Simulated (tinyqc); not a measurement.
Strain-driven roughening and islands of a mismatched epitaxial film: one step, computed by the program tinyqc.

Film and substrate share isotropic elastic constants; the film is coherent and biaxially strained.

Task: Wetting layer. The surface energy depends on thickness as gamma + (gamma_s - gamma) exp(-h/delta). Its curvature adds W2 = (gamma_s - gamma) exp(-h/delta)/delta^2 to the restoring terms; the flat film is stable while W2 > (1 + nu)^2 w^2/gamma, which gives h_c = delta ln[(gamma_s - gamma) gamma/(delta^2 (1 + nu)^2 w^2)], or 0 if negative.

Inputs (values chosen for the exercise, modelled on InAs on InP):
```
quantity                        value   unit
Poisson ratio nu                  0.3      -
surface energy gamma            0.728  J/m^2
wetting energy gamma_s - gamma   0.22  J/m^2
decay length of wetting delta    0.41     nm
```

energy density w = 102.0857 MJ/m^3

Give: wetting-layer thickness h_c.

Result:

wetting-layer thickness h_c = 1.636 nm

Layer-by-layer growth up to h_c, then roughening: the Stranski-Krastanov mode.
